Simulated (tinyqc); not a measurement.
Inside a calculation. Model: Bloch-Grueneisen resistivity of a metal. Computed by tinyqc, a small Python program that keeps every step. Command: `OMP_NUM_THREADS=1 python tinyqc.py 3026190 3026191 out.jsonl bg walk`. One thread of a shared host (Intel(R) Xeon(R) Processor @ 2.30GHz), about 0.01 s of CPU time with the checks. Intermediate numbers are printed to about 6 digits and carried at full precision; extremes and crossings named in words are read from the listed rows.

Electrons scatter from a Debye spectrum of phonons (n = 5 for scattering within one band, n = 3 for scattering into a second, heavy band) and from static defects.

Inputs (values chosen for the exercise, modelled on gold):
```
quantity,value,unit
exponent n,5,-
Debye temperature Theta,186,K
transport coupling lambda_tr,0.18,-
Drude plasma energy hbar w_p,9.1,eV
residual resistivity rho_0,0.017,microohm cm
temperature T,373,K
```

Addition: none.

Constants: k_B = 1.380649e-23 J/K; hbar = 1.054571817e-34 J s; eps_0 = 8.8541878128e-12 F/m; hbar = 6.582119569e-16 eV s; k_B = 8.617333262e-05 eV/K.

## Scale of the phonon resistivity

rho_ph = (n - 1) rho_1 (T/Theta)^n J_n(Theta/T), with rho_1 = 2 pi lambda_tr k_B Theta/(hbar eps_0 w_p^2), the high-temperature line at T = Theta.

rho_1 = 1.62732 microohm cm

## The integral and the phonon part

J_n(y) = int_0^y x^n e^x/(e^x - 1)^2 dx, by 96 Gauss-Legendre points (upper limit at most 60).

Theta/T = 0.498660

J_n = 0.0152465

phonon resistivity rho_ph = 3.21872 microohm cm

This is 98.6 % of the straight line rho_1 T/Theta.

## Total resistivity and derived numbers

Matthiessen's rule: rho = rho_0 + rho_ph. Temperature coefficient (1/rho) d rho/dT by a central difference of +/- 0.5 K; residual ratio rho(295 K)/rho(4.2 K); scattering time tau = 1/(eps_0 w_p^2 rho); Wiedemann-Franz kappa = L_0 T/rho, L_0 = (pi^2/3)(k_B/e)^2.

resistivity rho = 3.23572 microohm cm

temperature coefficient = 2.74021 1e-3/K

residual resistance ratio = 149.476

scattering time = 18.2612 fs

Wiedemann-Franz conductivity = 281.619 W/(m K)

The coefficient is 1.02 times 1/T; it exceeds 1/T because the phonon part, extended linearly, meets zero above T = 0.

## Limits of the phonon part

Low T: (n - 1) n! zeta(n) rho_1 (T/Theta)^n. High T: rho_1 (T/Theta) [1 - (n - 1)/(12 (n + 1)) (Theta/T)^2].

Resistivities (microohm cm):
```
T (K),rho_ph,low-T law,straight line,line with correction,total rho
5.6,2.00372e-05,2.00372e-05,0.04899,-,0.01702
9.3,2.53094e-04,2.53112e-04,0.08137,-,0.01725
15.0,2.72073e-03,2.76283e-03,0.13124,-,0.01972
22.0,1.59825e-02,1.87504e-02,0.19248,-,0.03298
37.0,1.03081e-01,2.52294e-01,0.32371,-,0.12008
65.0,3.72785e-01,4.22148e+00,0.56869,0.30998,0.38979
93.0,6.56885e-01,2.53112e+01,0.81366,0.63285,0.67389
150.0,1.20641e+00,2.76283e+02,1.31235,1.20025,1.22341
220.0,1.85035e+00,1.87504e+03,1.92478,1.84835,1.86735
370.0,3.19212e+00,2.52294e+04,3.23714,3.19169,3.20912
```

The low-T law holds to 10 % up to 15 K, the straight line from 150 K on. The local exponent of rho_ph falls from 5.00 to 1.05. Phonons overtake the residual resistivity between 22.0 and 37.0 K.

Checks made by the program: J_n at large argument against n! zeta(n) (relative difference below 1e-10).
